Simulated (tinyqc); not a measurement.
# Capacitances against the relative permittivity between the lines

Endless row of lines of width wl, height tl and space sl between grounded planes at distance hd; e2 fills the gaps beside the lines, e1 the rest. Laplace's equation is solved on meshes of 3, 6 and 12 steps per unit u and extrapolated (Aitken), which is good to about 0.2 %. C_even (all lines at 1 V) is the capacitance Cg to the planes; C_odd (neighbours in antiphase) = Cg + 4 Cc if only nearest neighbours couple, which defines Cc; total with quiet neighbours Cg + 2 Cc. Plate values 2 eps0 e1 wl/hd and eps0 e2 tl/sl.

Inputs (values chosen for the exercise): relative permittivity above and below the lines e1 = 4.2; line width, in units u wl = 6 u; line height tl = 8 u; space between lines sl = 4 u; distance to each plane hd = 6 u.

Constants: eps0 = 8.8541878128e-12 F/m. Results are converted to the units shown.

The same in every row: plate Cg (aF/um) = 74.4.

Result of one run:
```
Cg (aF/um),Cc (aF/um),Cg + 2 Cc (aF/um),C_odd (aF/um),plate Cc (aF/um),"share of coupling, 2 Cc/(Cg + 2 Cc) (%)"
119,105,330,541,88.5,63.9
```

Which relative permittivity between the lines e2 gave this result: 1, 1.5, 2, 3.9 or 5?

e2 = 5.

The whole series:
```
e2,Cg (aF/um),Cc (aF/um),Cg + 2 Cc (aF/um),C_odd (aF/um),plate Cc (aF/um),"share of coupling, 2 Cc/(Cg + 2 Cc) (%)"
1,115,34.6,184,253,17.7,37.7
1.5,116,43.5,203,290,26.6,42.9
2,116,52.3,221,326,35.4,47.3
2.5,117,61.2,240,362,44.3,51.1
3,118,70.0,258,398,53.1,54.3
3.9,119,86.0,290,462,69.1,59.2
5,119,105,330,541,88.5,63.9
7,120,141,402,684,124,70.1
```

As e2 goes from 1 to 7, Cg rises from 115 to 120 aF/um, Cc rises from 34.6 to 141 aF/um and the share of coupling rises from 37.7 to 70.1 %. Cg is 1.54 times its plate value in the first row and 1.62 times in the last; for Cc the ratios are 1.96 and 1.14. Neighbours in antiphase raise the load by a factor of 1.38 and 1.70 over quiet ones.

Computed by the program tinyqc: `OMP_NUM_THREADS=1 python tinyqc.py 2790129 2790130 out.jsonl`, one thread of a shared Intel Xeon 2.30GHz, about 0.7 s for the whole run.
